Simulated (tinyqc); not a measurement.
# Capacitance measurement on a leaky thin oxide: effects of series resistance and leakage: effects of single changes

The device is a capacitance C in parallel with a leakage conductance G, in series with Rs and Ls. An impedance meter reports either a parallel pair (Cp, Gp) from Y = 1/Z = Gp + i w Cp or a series pair (Cs, Rm) from Z = Rm + 1/(i w Cs); w = 2 pi f, dissipation D = Gp/(w |Cp|).

Parameters, values chosen for the exercise; values of the order met in thin-oxide MOS capacitors:
```
symbol,value,unit,meaning
eox,7.53,,relative permittivity of the gate insulator (close to silicon nitride)
tox,2.9,nm,insulator thickness
A,400,um^2,gate area
zc,0.34,nm,oxide-equivalent thickness added by the accumulation layer
zp,0,nm,oxide-equivalent thickness added by gate depletion
Jg,13,A/cm^2,"gate leakage current density, not matched to the thickness"
Vs,0.26,V,voltage for an e-fold rise of the leakage
Rs,320,ohm,series resistance
Ls,290,nH,series inductance
f,1e6,Hz,measuring frequency
```

Constants: eps0 = 8.8541878128e-14 F/cm where lengths are in cm. Results are converted to the units shown.

Each table varies one quantity; the others keep the values above.

## Readings against frequency

EOT = 3.9 tox/eox; CET = EOT + zc + zp; C = 3.9 eps0 A/CET; G = Jg A/Vs. Z = Rs + i w Ls + 1/(G + i w C); CET read from Cp = 3.9 eps0 A/Cp; errors under 0.001 % are printed as 0.

The same in every row: C (pF) = 7.499.

Readings against frequency:
```
f (Hz),Cp (pF),Cs (pF),D,error of Cp (%),error of Cs (%),CET read from Cp (nm)
1000,6.613,1.353e8,4524,-11.8,1.80e9,2.089
3000,6.613,1.504e7,1508,-11.8,2.01e8,2.089
10000,6.613,1.353e6,452.4,-11.8,1.80e7,2.089
30000,6.613,1.504e5,150.8,-11.8,2.01e6,2.089
1e5,6.613,1.354e4,45.24,-11.8,1.80e5,2.089
3e5,6.613,1511,15.08,-11.8,2.01e4,2.089
1e6,6.613,142.9,4.539,-11.8,1810,2.089
3e6,6.605,22.56,1.554,-11.9,201,2.091
1e7,6.524,8.940,0.6086,-13.0,19.2,2.117
3e7,5.813,8.303,0.6544,-22.5,10.7,2.376
```

D goes from 4520 through a minimum of 0.609 (at f = 1e7 Hz among the rows listed) to 0.654; without inductance its minimum lies at f = sqrt(G (1 + G Rs)/Rs)/(2 pi C) = 1.73e7 Hz. The error of Cp goes from -11.8 to -22.5 % and that of Cs from 1.80e9 to 10.7 %; at low frequency Cp tends to C/(1 + G Rs)^2 and Cs grows as 1 + (G/(w C))^2. Neither reading comes within 2 % of C in any row. For f = 1000, 3000, 10000, 30000, 1e5, 3e5, 1e6, 3e6 D exceeds 1, where the accuracy of real meters degrades in proportion to sqrt(1 + D^2).

## Effect of the gate area

Same model as above.

Rs is held fixed.

Effect of the gate area:
```
A (um^2),C (pF),Cp (pF),Cs (pF),D,error of Cp (%),error of Cs (%),CET read from Cp (nm)
20,0.3749,0.3725,7.131,4.260,-0.644,1800,1.854
70,1.312,1.283,24.97,4.296,-2.23,1800,1.884
200,3.749,3.518,71.37,4.392,-6.18,1800,1.963
600,11.25,9.339,214.5,4.686,-17.0,1810,2.219
2000,37.49,21.28,719.0,5.725,-43.2,1820,3.245
5000,93.73,28.05,1820,7.992,-70.1,1840,6.155
10000,187.5,26.07,3717,11.90,-86.1,1880,13.25
40000,749.9,11.00,1.704e4,39.34,-98.5,2170,125.5
```

What does the table show?

As A goes from 20 to 40000, the error of Cp goes from -0.644 to -98.5 %, that of Cs from 1800 to 2170 %, and D rises from 4.26 to 39.3. The CET read from Cp goes from 1.85 to 126 nm against the true 1.84 nm. G/(w C) does not depend on the area, while G Rs and w C Rs and w^2 Ls C grow with it. In every row D exceeds 1, where the accuracy of real meters degrades in proportion to sqrt(1 + D^2).

Program tinyqc, `OMP_NUM_THREADS=1 python tinyqc.py 2022183 2022184 out.jsonl`; Intel Xeon 2.30GHz, shared host, one thread, about 0.01 s.
